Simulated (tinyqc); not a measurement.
# Joule-heated wire on a substrate, fin equation: effect of the conductivity along the wire

A wire of length L loses heat along itself to two contacts and sideways to the substrate: kap A theta'' - g theta + p = 0 with theta = T - T0 and p = p0. The ends are held at T0. Constant conductivity, diffusive heat flow.

The equation is solved on 800 equal steps and the peak is the largest node value. LH = sqrt(kap A/g); the share is the integral of g theta over that of p.

Parameters, values chosen for the exercise:
```
symbol  value     unit                                  meaning
A         910     nm^2                            cross-section
g         1.1  W/(m K)  conductance per length to the substrate
L        1700       nm              length between the contacts
Rc          0     K/uW       thermal resistance of each contact
p0       0.21    uW/nm                       heating per length
```

Results:

| kap (W/(m K)) | LH (nm) | L/LH | peak theta (K) | peak/(p0/g) | share to the substrate (%) |
|---|---|---|---|---|---|
| 6.5 | 73.33 | 23.18 | 190.9 | 1.000 | 91.37 |
| 14 | 107.6 | 15.80 | 190.8 | 0.9993 | 87.34 |
| 65 | 231.9 | 7.331 | 181.1 | 0.9489 | 72.75 |
| 140 | 340.3 | 4.995 | 159.7 | 0.8365 | 60.50 |
| 300 | 498.2 | 3.412 | 123.8 | 0.6485 | 45.13 |
| 650 | 733.3 | 2.318 | 81.85 | 0.4287 | 29.19 |

Estimate the missing row, kap = 30 W/(m K).

Computed row:

| kap (W/(m K)) | LH (nm) | L/LH | peak theta (K) | peak/(p0/g) | share to the substrate (%) |
|---|---|---|---|---|---|
| 30 | 157.5 | 10.79 | 189.2 | 0.9909 | 81.47 |

With this row back in the table: As kap goes from 6.5 to 650 W/(m K), the peak theta falls from 191 to 81.8 K and the share of heat to the substrate falls from 91.4 to 29.2 %; L/LH goes from 23 to 2.3. Where L/LH is smallest the peak reaches 0.43 of p0/g, where it is largest 1.0: contacts cool the wire only within a few healing lengths.

Computed by the program tinyqc: `OMP_NUM_THREADS=1 python tinyqc.py 2520122 2520123 out.jsonl`, one thread of a shared Intel Xeon 2.30GHz, about 0.01 s for the whole run.
